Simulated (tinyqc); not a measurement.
MOSFET in the linear regime without short-channel effects, parameter extraction from computed curves: one step of the calculation.

Inversion charge Q = Cox n Vt W0(exp((Vg - VT)/(n Vt))), W0 the Lambert function and n = nf; u = Q/Cox; mobility mu = mu0/(1 + th1 u + th2 u^2); channel resistance Rch = (L - dL)/(W mu Q); Id = Vd/(Rch + Rsd/W). Cox = eps0 eox/tox. Small Vd, no channel-length or drain effects.

Question. Threshold and mobility at the peak transconductance. gm_i = (Id_(i+1) - Id_(i-1))/(Vg_(i+1) - Vg_(i-1)); at the point j of largest gm the tangent meets the axis at V_ext = Vg_j - Id_j/gm_j; field-effect mobility gm_j L/(W Cox Vd) with the drawn L.

Parameters, values chosen for the exercise; channel values of the order met in silicon transistors:
```
symbol  value        unit                                                               meaning
eox      22.5              relative permittivity of the gate insulator (close to hafnium oxide)
tox        21          nm                                                   insulator thickness
mu0       270  cm^2/(V s)                                                    low-field mobility
VT       0.28           V                                                     threshold voltage
W         0.5          um                                                            gate width
L       0.066          um                                                     drawn gate length
dL      0.005          um                                           drawn less effective length
Vd       0.02           V                                                         drain voltage
```

Constants: eps0 = 8.8541878128e-14 F/cm where lengths are in cm. Results are converted to the units shown.

```
point  Vg (V)        Id (uA)
0        0.04  2.3488330e-12
1        0.16   9.5718033e-7
2        0.28     0.22037098
3         0.4      3.8427019
4        0.52      7.6715791
5        0.64      11.071219
6        0.76      14.063495
7        0.88      16.705218
8           1      19.049858
9        1.12      21.142652
10       1.24      23.020938
```

Wanted: gm; j; V_ext; field-effect mobility.

Answer.

gm, point 1 to 9 (uS): 0.9182  16.01  31.05  30.12  26.63  23.47  20.78  18.49  16.55
j = 3
V_ext = 0.2762 V
field-effect mobility = 216.0 cm^2/(V s)

V_ext is 3.8 mV below the model VT, and the mobility so found is 26 % below mu0 L/(L - dL) = 292 cm^2/(V s), the value for the drawn L; attenuation, series resistance and the slow approach of Q to a straight line all lower the peak gm.

tinyqc, about 0.01 s, one thread, Intel Xeon 2.30GHz (shared host): `OMP_NUM_THREADS=1 python tinyqc.py 2210128 2210129 out.jsonl`
